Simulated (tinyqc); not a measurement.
Donor level screened by free carriers (Yukawa potential), step by step. Values are carried at full precision from step to step, so a last printed digit may differ when a step is redone from the rounded ones.

Screening wave number: Debye ks^2 = 4 pi q n/(eps kB T); Thomas-Fermi ks^2 = 6 pi q n/(eps EF) with EF = c (3 pi^2 n/gv)^(2/3)/m, c = hbar^2/2m0; the two are joined by 1/ks^2 = sqrt(1/ks_D^4 + 1/ks_TF^4). 1e18/cm^3 = 1e-6/angstrom^3, q = e^2/(4 pi eps0).

Constants: e^2/(4 pi eps0) = 14.39964547 eV angstrom; kB = 8.617333262e-05 eV/K; hbar^2/2m0 = 3.80998211 eV angstrom^2; Ry = 13.60569312 eV; a0 (Bohr radius) = 0.5291772105 angstrom.

Parameters, chosen for this exercise (near those of a donor in Si, with one mean mass; the results hold for these values, not for the real material): m = 0.319 m0 (mass); eps = 12 (dielectric constant); gv = 6 (valleys); T = 77 K (temperature); n = 0.38 x 1e18/cm^3 (free-carrier density).

## Units and screening length

Give Ry* = Ry m/eps^2, a* = a0 eps/m, EF, the three values of ks, and x = ks a*.

Ry* = 30.140 meV
a* = 19.91 angstrom
EF = 1.82 meV

ks: Debye, Thomas-Fermi, joined (1/angstrom): 0.02939  0.06879  0.02915

x = 0.5802

EF/kB T = 0.27, so the Debye value, the smaller one, controls the screening. n is an outside input: with a bare binding above 3 kB T many donors can hold their electrons at this temperature, the more so the higher n/Nc.

## One-parameter trial function

Potential -(q/(eps r)) exp(-ks r), q = e^2/(4 pi eps0). In units Ry* = Ry m/eps^2 and a* = a0 eps/m the problem is [-Laplacian - 2 exp(-x r)/r] psi = E psi with x = ks a*.

For exp(-z r): E(z) = z^2 - 8 z^3/(2z + x)^2 in Ry*. Scan z = 0.5, 0.6, ..., 1.1, then minimise; first order gives -1 + 2x.

Scan (Ry*):

| z | kinetic | potential | E |
|---|---|---|---|
| 0.5 | 0.2500 | -0.4005 | -0.1505 |
| 0.6 | 0.3600 | -0.5453 | -0.1853 |
| 0.7 | 0.4900 | -0.6998 | -0.2098 |
| 0.8 | 0.6400 | -0.8617 | -0.2217 |
| 0.9 | 0.8100 | -1.0294 | -0.2194 |
| 1.0 | 1.0000 | -1.2017 | -0.2017 |
| 1.1 | 1.2100 | -1.3776 | -0.1676 |

best z = 0.835
E = -0.2226 Ry*
binding = 6.71 meV

First order in x would give 0.160 Ry*, a rigid shift by q ks/eps; it overstates the loss of binding by 0.383 Ry*.

## Converged levels

Converged values use 18 functions exp(-z r), z = 1.55^i, i = -11 to 6: S = 2/A^3, H = z_i z_j S - 2/(A + x)^2, A = z_i + z_j.

The 1s and 2s levels and the mean radius.

1s = -0.2276 Ry*
binding = 6.86 meV
<r> = 38.4 angstrom
second root = 0.0000 Ry*

The trial function misses by 0.0050 Ry*. Screening leaves 23 % of the bare binding, 1.03 kB T. 2s is no longer bound (it unbinds at x = 0.310).

## Checks

- 1s at x = 0.5 against the known -0.29623 Ry*: both -0.29623.
- 1s at x = 0 against -1: both -1.00000.

tinyqc: `OMP_NUM_THREADS=1 python tinyqc.py 1252487 1252488 out.jsonl`; about 0.01 s, one thread, shared Intel(R) Xeon(R) Processor @ 2.30GHz.
